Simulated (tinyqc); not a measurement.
Mobility of a non-polar semiconductor in the relaxation-time approximation: one step, computed by the program tinyqc.

Each valley is treated as a sphere of mass m_d for states and rates, with one isotropic relaxation time; the conductivity mass m_c sets the current.

Problem. Fermi level and screening. Parabolic band: E = hbar^2 k^2/(2 m), speed v = hbar k/m, states per spin, volume and energy g(E) = m k/(2 pi^2 hbar^2). Here m = m_d. Masses are multiplied by m_0 and all formulas are in SI units. The reduced Fermi level eta = E_F/(k_B T) solves n = 2 Z int g f dE with f = 1/(1 + exp(x - eta)) (Z = 1 unless valleys are given); screening length L_s = sqrt(eps_s eps_0 k_B T/(e^2 dn/deta)), dn/deta = 2 Z int g f (1 - f) dE. Integrals over x = E/(k_B T) use 160 Gauss-Legendre points in u = sqrt(x) from 0 to sqrt(max(eta, 0) + 32).

Inputs (values chosen for the exercise, for a model non-polar semiconductor):

| quantity | value | unit |
|---|---|---|
| equivalent valleys Z | 6 | - |
| static permittivity eps_s | 12.3 | - |
| carrier density n | 2.8e+16 | 1/cm^3 |
| temperature T | 300 | K |

Band: parabolic. Impurity formula: Brooks-Herring. Further scattering: alloy.

density-of-states mass m_d = 0.7636208 m_0

Constants: k_B = 8.617333262e-05 eV/K; m_0 = 9.1093837015e-31 kg; e = 1.602176634e-19 C; hbar = 1.054571817e-34 J s; eps_0 = 8.8541878128e-12 F/m; k_B = 1.380649e-23 J/K.

Give: reduced Fermi level eta; screening length L_s.

Solution.

reduced Fermi level eta = -8.1853

screening length L_s = 25.053 nm

The gas is non-degenerate (eta < -2), and L_s is close to the Debye length.
